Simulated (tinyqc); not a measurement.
Inside a calculation. Model: a clean chain and dephasing by Buettiker voltage probes.

tinyqc, about 0.01 s, one thread, Intel Xeon 2.30GHz (shared host): `OMP_NUM_THREADS=1 python tinyqc.py 2700032 2700033 out.jsonl` Printed values are rounded.

Sites 1 to 5 form a chain with hopping -t. Lead L joins site 1 and lead R site 5, both semi-infinite chains with hopping -t and site energy 0. Every site carries a probe with self-energy -i Gamma_p/2 that draws no net current. Linear response at zero temperature: mu_L = 1, mu_R = 0 in units of the bias.

Parameters, values chosen for the exercise:
- t = 1 eV (hopping (matrix element -t))
- U = [0, 0, 0, 0, 0] eV (site energies 1 to N)
- E = -0.37 eV (Fermi energy)
- gp = 0.81 eV (probe broadening Gamma_p)

Constants: q = 1.602176634e-19 C, h = 6.62607015e-34 J s. Results are converted to the units shown.

## Green function

Sigma = t^2 g(E), g(x) = (x - i sqrt(4 t^2 - x^2))/(2 t^2) for |x| < 2 t and (x - sign(x) sqrt(x^2 - 4 t^2))/(2 t^2) otherwise; Gamma = -2 Im Sigma; G = (E - H - Sigma_L - Sigma_R + i Gamma_p/2)^(-1).

Sigma = -0.185000-0.982739i eV
Gamma = 1.96548 eV

G (1/eV):
```
                     1                    2                   3                    4
1  -0.000927-0.457355i   0.365139-0.083325i  0.102282+0.278643i  -0.214444+0.144999i
2   0.365139-0.083325i  -0.048082-0.522133i  0.405606-0.090391i   0.161548+0.324418i
3   0.102282+0.278643i   0.405606-0.090391i  0.011184-0.476359i   0.405606-0.090391i
4  -0.214444+0.144999i   0.161548+0.324418i  0.405606-0.090391i  -0.048082-0.522133i
5  -0.122902-0.138144i  -0.214444+0.144999i  0.102282+0.278643i   0.365139-0.083325i

                     5
1  -0.122902-0.138144i
2  -0.214444+0.144999i
3   0.102282+0.278643i
4   0.365139-0.083325i
5  -0.000927-0.457355i
```

## Transmissions between terminals

With Gamma the broadening by one lead, T_RL = Gamma^2 |G_(5,1)|^2, T_pL = Gamma Gamma_p |G_(p,1)|^2, T_pR = Gamma Gamma_p |G_(p,5)|^2, T_pq = Gamma_p^2 |G_(p,q)|^2 for p != q.

T_RL = 0.132074

```
probe      T_pL      T_pR
1      0.333013  0.054429
2      0.223315  0.106684
3      0.140264  0.140264
4      0.106684  0.223315
5      0.054429  0.333013
```

T_pq:
```
          1         2         3         4         5
1  0.000000  0.092031  0.057805  0.043966  0.022431
2  0.092031  0.000000  0.113300  0.086175  0.043966
3  0.057805  0.113300  0.000000  0.113300  0.057805
4  0.043966  0.086175  0.113300  0.000000  0.092031
5  0.022431  0.043966  0.057805  0.092031  0.000000
```

## Probe potentials and effective transmission

No current into probe p: W mu = T_pL with W_pp = T_pL + T_pR + sum_q T_pq and W_pq = -T_pq. Then T_eff = T_RL + sum_p T_pR mu_p, and the resistance is (h/2q^2)/T_eff.

W:
```
           1          2          3          4          5
1   0.603676  -0.092031  -0.057805  -0.043966  -0.022431
2  -0.092031   0.665471  -0.113300  -0.086175  -0.043966
3  -0.057805  -0.113300   0.622739  -0.113300  -0.057805
4  -0.043966  -0.086175  -0.113300   0.665471  -0.092031
5  -0.022431  -0.043966  -0.057805  -0.092031   0.603676
```

mu_p, probe 1 to 5: 0.729556  0.592263  0.500000  0.407737  0.270444
T_eff = 0.486216
resistance = 26.5446 kohm

Without probes the transmission is 1.000. With them, 27.2 % of the current crosses without entering a probe.

## Current at both leads

In units of (2 q^2/h) times the bias, T_RL + sum_p T_pL (1 - mu_p) leaves L and T_RL + sum_p T_pR mu_p enters R.

current leaving L = 0.486216
current entering R = 0.486216

The two are equal: the probes conserve the current.
